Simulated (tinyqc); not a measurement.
States in the gap of a film: thin (001) film in sp3s* tight binding with raised dangling bonds.

Planes alternate anion (a), cation (c) along [001], a/4 apart, starting with an anion; zero in-plane momentum; levels counted from the bulk Ev, the lower root of [[Epa, Vxx], [Vxx, Epc]]; no spin-orbit coupling. Block of s, pz, s*: from an anion to the cation above, Vss/2 (s,s), Vsapc/2 (s,z), -Vscpa/2 (z,s), Vxx/2 (z,z), Vxapc/2 (s*,z), -Vpaxc/2 (z,s*); to the cation below the same with the s-z and s*-z signs reversed. Block of u = (px + py)/sqrt2 and v = (px - py)/sqrt2: to the cation above (Vxx + Vxy)/2 for u and (Vxx - Vxy)/2 for v, to the cation below the reverse. Each surface atom has two dangling sp3 hybrids; raising both by dl adds (dl/2) [[1, t], [t, 1]] to its s, pz levels (t = -1 at the bottom face, +1 at the top) and dl to the one of u, v in whose plane the missing bonds lie (v for a bottom anion or a top cation, u for a top anion).

Inputs chosen for the exercise (out of a larger set: near a published set for Si, fitted to gaps, whose masses and valley positions are rough; not measured data): p = (-4.21, 1.71, -4.21, 1.71, 6.689, 6.689, -8.321, 1.728, 4.607, 5.731, 5.731, 5.396, 5.396) eV (order Esa, Epa, Esc, Epc, Exa, Exc, Vss, Vxx, Vxy, Vsapc, Vscpa, Vxapc, Vpaxc); Nw = 22 (planes in the thicker film).

edges (eV): Gamma 3.45600, Delta 1.17284

Levels between 0 and the lower bulk edge, the largest weight on the two outer planes of both faces among them, and the nearest levels outside, for several shifts dl.

Film of Nw planes:
```
dl (eV)  levels in the gap       at (eV)  surface weight  next above (eV)  next below (eV)
0                        2  0.260, 0.309            0.73           1.2245          -0.0774
1                        2  0.742, 0.755            0.82           1.2263          -0.0774
2                        1         1.171            0.41           1.1818          -0.0774
3                        0             -               -           1.2186          -0.0774
5                        0             -               -           1.2212          -0.0774
10                       0             -               -           1.2220          -0.0774
30                       0             -               -           1.2224          -0.0774
100                      0             -               -           1.2225          -0.0774
```

Can the levels of the bare film be read as confined subbands?

No: with bare surfaces (dl = 0) 2 levels lie in the bulk gap, with up to 73 % of the weight on the four outer planes, two a face, where an even spread gives 18 %; these are dangling-bond states, not subbands. The reruns show the bulk gap clear from dl = 3 eV on, and at dl = 30 eV the next level above lies -0.1 meV from its value at 100 eV.

tinyqc: `OMP_NUM_THREADS=1 python tinyqc.py 1480592 1480593 out.jsonl`; about 0.4 s, one thread, shared Intel(R) Xeon(R) Processor @ 2.30GHz.
